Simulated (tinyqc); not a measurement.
Equal gaps, different models: fitting sp3s* parameters to three gaps by Newton steps.

sp3s* tight binding, nearest neighbours only: anion (a) at 0, cation (c) at a/4 (1,1,1), orbitals s, px, py, pz, s* on each; k in units of 2 pi/a. With phases e_j = exp(i (pi/2) k.n_j) for n = (1,1,1), (1,-1,-1), (-1,1,-1), (-1,-1,1): g0 = (e1+e2+e3+e4)/4, g1 = (e1+e2-e3-e4)/4, g2 = (e1-e2+e3-e4)/4, g3 = (e1-e2-e3+e4)/4. The diagonal holds the levels Esa, Epa, Exa (s*) and Esc, Epc, Exc. Anion-cation block: <sa|sc> = Vss g0; <sa|xc> = Vsapc g1; <xa|sc> = -Vscpa g1; <xa|xc> = Vxx g0; <xa|yc> = <ya|xc> = Vxy g3, <xa|zc> = <za|xc> = Vxy g2, <ya|zc> = <za|yc> = Vxy g1; <s*a|xc> = Vxapc g1; <xa|s*c> = -Vpaxc g1; y and z take g2 and g3 in place of g1; s-s* and s*-s* vanish.

Gaps are level 5 at Gamma, X = (1,0,0) and L = (1/2,1/2,1/2) less level 4 at Gamma; no spin-orbit coupling. Free parameters: Vss, Vsapc and Vpaxc. H is linear in them, so by Hellmann-Feynman J_ij = <u|dH/dp_j|u> for level 5 at point i less the same for level 4 at Gamma. Newton: p(new) = p + J^-1 (target - gaps); stop when all misses are below 1e-7 eV.

Constants: hbar^2/2m0 = 3.80998211 eV angstrom^2.

Values chosen for the exercise (out of a larger set: near a published set for InP, fitted to gaps, whose masses and valley positions are rough; not measured data): p = (-8.451, 0.873, -1.485, 4.04, 8.171, 7.054, -5.375, 1.896, 4.232, 2.243, 5.538, 3.433, 4.526) eV (start, order Esa, Epa, Esc, Epc, Exa, Exc, Vss, Vxx, Vxy, Vsapc, Vscpa, Vxapc, Vpaxc); tg = (1.6669, 2.5064, 1.9553) eV (target gaps at Gamma, X, L); a = 5.87 angstrom (lattice constant).

The same three targets are met with other triples of free parameters (those for which Newton converges within 3 eV of the start). Not fitted: level 5 at K = (3/4,3/4,0) above Ev, the spacing of levels 6 and 5 at X, the depth of level 2 at X below Ev, the valence width at Gamma, and the mass c q^2/(E(q) - E(0)) of level 5 along [100], q = 0.002 (2 pi/a), c = hbar^2/2m0.

Unfitted results:
```
free parameters    largest change (eV)  K (eV)  X spacing (eV)  level 2 at X (eV)  valence width (eV)  mass (m0)
start                            0.000   2.382           0.466              6.596              11.359     0.1292
Vss, Vxapc, Vpaxc                0.256   2.425           0.423              6.594              11.575     0.1560
Esc, Vxapc, Vpaxc                0.608   2.391           0.201              6.652              11.297     0.1519
Vss, Vsapc, Vpaxc                0.256   2.406           0.278              6.669              11.575     0.1528
Esa, Vxapc, Vscpa                0.898   2.420           0.382              6.546              10.678     0.1606
Vss, Exa, Exc                    0.256   2.425           0.432              6.594              11.575     0.1560
Esc, Vsapc, Exc                  1.491   2.340           0.003              6.540              11.297     0.1487
```

All fitted rows have the same three gaps, yet they spread by 85 meV at K, 429 meV in the X spacing, 129 meV in level 2 at X, 898 meV in the valence width and 7.7 % in the mass. The smallest change of parameters, 0.256 eV, is that of Vss, Vxapc, Vpaxc; Vss, Vsapc, Vpaxc; Vss, Exa, Exc. A fit fixes what it was given and leaves the rest to the choice of free parameters.

Computed by tinyqc, a small Python program: `OMP_NUM_THREADS=1 python tinyqc.py 1450955 1450956 out.jsonl` (the numbers bound the seed that draws the inputs); one thread of a shared host (Intel(R) Xeon(R) Processor @ 2.30GHz), about 0.2 s for the whole set of steps.
